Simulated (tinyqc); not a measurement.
Length of a polyene: Hueckel, PPP and singles CI along the polyenes. Computed by the program tinyqc. Hueckel uses the same beta without repulsion; CIS keeps all single excitations and so misses the low, doubly excited 2Ag state. W is the valence ionisation energy of a centre, MN the Mataga-Nishimoto formula, f the oscillator strength.

All-trans chains of carbon centres 1.40 angstrom apart:
```
parameter,value
"beta (eV), times 1 +/- alternation",-2.210000
alternation,0
W (eV),11.160000
gamma_rr (eV),9.730000
repulsion formula,Ohno
```

Gaps and excitations (eV):
```
centres,Hueckel gap,PPP orbital gap,bright singlet (CIS),f,lowest triplet (CIS)
2,4.420,11.488,5.751,0.493,3.089
4,2.732,8.971,4.457,0.966,2.011
6,1.967,7.666,3.677,1.387,1.490
8,1.535,6.868,3.157,1.763,1.200
10,1.258,6.331,2.787,2.095,1.022
12,1.066,5.949,2.512,2.393,0.905
```

What does the comparison show, and why?

The Hueckel gap tends to 4 x alternation x |beta| = 0.00 eV for long chains (zero without alternation, falling as 1/N). Exchange opens the PPP orbital gap, and the attraction of electron and hole brings the bright state 3.44 eV below it at 12 centres; the triplet lies 1.61 eV lower still.
